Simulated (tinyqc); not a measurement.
Worked calculation: quasi-harmonic thermal expansion with mode Grueneisen parameters. Computed by tinyqc, a small Python program that keeps every step. Command: `OMP_NUM_THREADS=1 python tinyqc.py 3016028 3016029 out.jsonl qha walk`. One thread of a shared host (Intel(R) Xeon(R) Processor @ 2.30GHz), about 0.03 s of CPU time with the checks. Intermediate numbers are printed to about 6 digits and carried at full precision; extremes and crossings named in words are read from the listed rows.

A crystal with two atoms a cell; per atom there are 1 transverse acoustic (TA), 1/2 longitudinal acoustic (LA) and 3/2 optical (O) modes. Every frequency of group i scales as nu_i (V/V0)^(-gamma_i). The acoustic groups have Debye spectra, density 3 nu^2/nu_i^3 up to nu_i (40 Gauss-Legendre points); the optical group has one frequency. Static energy: E = (9 V0 B0/16) [y^3 B' + y^2 (2 - 4 y)], y = (V0/V)^(2/3) - 1, with pressure P_s = (3 B0/2) (z^7 - z^5) [1 + (3/4)(B' - 4)(z^2 - 1)], z = (V0/V)^(1/3).

Inputs (values chosen for the exercise, modelled on diamond):

| quantity | value | unit |
|---|---|---|
| static volume V0 | 5.67 | angstrom^3/atom |
| static bulk modulus B0 | 427 | GPa |
| static B' | 3.59 | - |
| frequency nu_TA | 21.1 | THz |
| frequency nu_LA | 30.6 | THz |
| frequency nu_O | 36.9 | THz |
| Grueneisen parameter gamma_TA | 0.54 | - |
| Grueneisen parameter gamma_LA | 0.97 | - |
| Grueneisen parameter gamma_O | 1.2 | - |
| temperature T | 800 | K |
| step factor f | 1.2 | - |

Acoustic groups: Debye.

Constants: h x 1 THz = 4.135667696 meV; k_B = 8.617333262e-05 eV/K; 1 eV/angstrom^3 = 160.2176634 GPa.

## Mode groups at the static volume

For a mode with x = h nu/(k_B T), n = 1/(exp(x) - 1): U = h nu (n + 1/2), C/k_B = x^2 n (n + 1); U_i and C_i sum these over group i with its weight per atom. Phonon pressure P_ph = sum_i gamma_i U_i/V.

Groups:

| group | h nu_i/(k_B T) | U_i (meV) | C_i (k_B) | gamma_i C_i (k_B) |
|---|---|---|---|---|
| TA | 1.26580 | 74.3592 | 0.924255 | 0.499098 |
| LA | 1.83571 | 40.0577 | 0.424932 | 0.412184 |
| O | 2.21365 | 142.545 | 1.01268 | 1.21521 |

phonon pressure at V0 = 7.06607 GPa

## Grueneisen's estimate

gamma_th = sum gamma_i C_i / sum C_i; volume expansion coefficient alpha_V = gamma_th C k_B/(B0 V0); linear coefficient alpha_V/3; first-order volume change P_ph/B0.

heat capacity C at V0 = 2.36186 k_B/atom

gamma_th at V0 = 0.900346

linear expansion, Grueneisen estimate = 4.04218 ppm/K

first-order volume change = 1.65482 %

The O group gives the largest part of the expansion.

## Equilibrium volume by iteration

Start at V0 and step V(new) = V [1 + f (P_s + P_ph)/B0]; stop when |P_s + P_ph| < 1e-8 GPa, after 60 steps, or when V leaves 0.7 to 1.3 V0.

Iterations:

| step | V (angstrom^3) | P_s + P_ph (GPa) |
|---|---|---|
| 0 | 5.67000 | 7.06607e+00 |
| 1 | 5.78259 | -1.23931e+00 |
| 2 | 5.76245 | 1.91844e-01 |
| 3 | 5.76556 | -3.04318e-02 |
| 4 | 5.76507 | 4.80949e-03 |
| 5 | 5.76515 | -7.60546e-04 |
| 6 | 5.76513 | 1.20257e-04 |
| 7 | 5.76514 | -1.90154e-05 |
| 8 | 5.76513 | 3.00675e-06 |
| 9 | 5.76513 | -4.75433e-07 |
| 10 | 5.76513 | 7.51763e-08 |
| 11 | 5.76513 | -1.18871e-08 |
| 12 | 5.76513 | 1.87977e-09 |

converged (1 yes, 0 no) = 1

volume V(T) = 5.76513 angstrom^3/atom

Converged at step 12; the volume lies +1.678 % from V0.

## Properties at the equilibrium volume

B_T = -V d(P_s + P_ph)/dV at fixed T (central difference, step 1e-4 V); alpha_V = sum gamma_i C_i k_B/(B_T V), all at V(T); the linear coefficient is alpha_L = alpha_V/3. C_P - C_V = alpha_V^2 B_T V T; the optical frequency is nu_O (V/V0)^(-gamma_O).

volume change from V0 = 1.67786 %

isothermal bulk modulus B_T = 412.098 GPa

linear expansion coefficient = 4.15975 ppm/K

C_V = 2.38041 k_B/atom

C_P - C_V = 0.0214385 k_B/atom

optical frequency at V(T) = 36.1705 THz

B_T lies -3.49 % from the static B0, and the Grueneisen estimate at V0 differs from this expansion coefficient by -2.8 %.

## Zero-point expansion

At T = 0, U_i is the zero-point energy (h nu/2 a mode); solve P_s + P_ph = 0.

volume at T = 0 = 5.73695 angstrom^3/atom

zero-point volume change = 1.18080 %

## Expansion against temperature

V(T) solves P_s + P_ph = 0. The Grueneisen estimate uses C_i, V0 and B0 at the static volume; gamma_th = sum gamma_i C_i / sum C_i is taken at V(T).

Quasi-harmonic results:

| T (K) | V/V0 - 1 (%) | B_T (GPa) | alpha_L (ppm/K) | alpha_L, Grueneisen estimate | gamma_th |
|---|---|---|---|---|---|
| 20 | 1.18080 | 419.602 | 0.00082 | 0.00080 | 0.601354 |
| 40 | 1.18082 | 419.602 | 0.00656 | 0.00638 | 0.601354 |
| 70 | 1.18099 | 419.599 | 0.03515 | 0.03417 | 0.601420 |
| 100 | 1.18158 | 419.588 | 0.10052 | 0.09780 | 0.602771 |
| 150 | 1.18447 | 419.536 | 0.29807 | 0.29038 | 0.615143 |
| 220 | 1.19499 | 419.345 | 0.71575 | 0.69600 | 0.662408 |
| 300 | 1.21968 | 418.888 | 1.33426 | 1.29562 | 0.733311 |
| 450 | 1.30829 | 417.354 | 2.52375 | 2.45498 | 0.827144 |
| 700 | 1.55574 | 413.715 | 3.83764 | 3.73346 | 0.890469 |
| 1000 | 1.94658 | 408.756 | 4.60229 | 4.45724 | 0.916202 |

alpha_L is positive throughout. gamma_th moves from 0.60, near gamma_TA = 0.54, to 0.92, near the average over all modes, 0.94, as the stiffer groups take up their share of C. B_T changes by -2.6 % over the table, and at the highest T the estimate at fixed V0 and B0 is off by -3.2 %.

Checks made by the program: zero of the pressure against the minimum of F(V) = E + F_ph (relative difference 2e-08); alpha against the slope of V(T) (relative difference 4e-08).
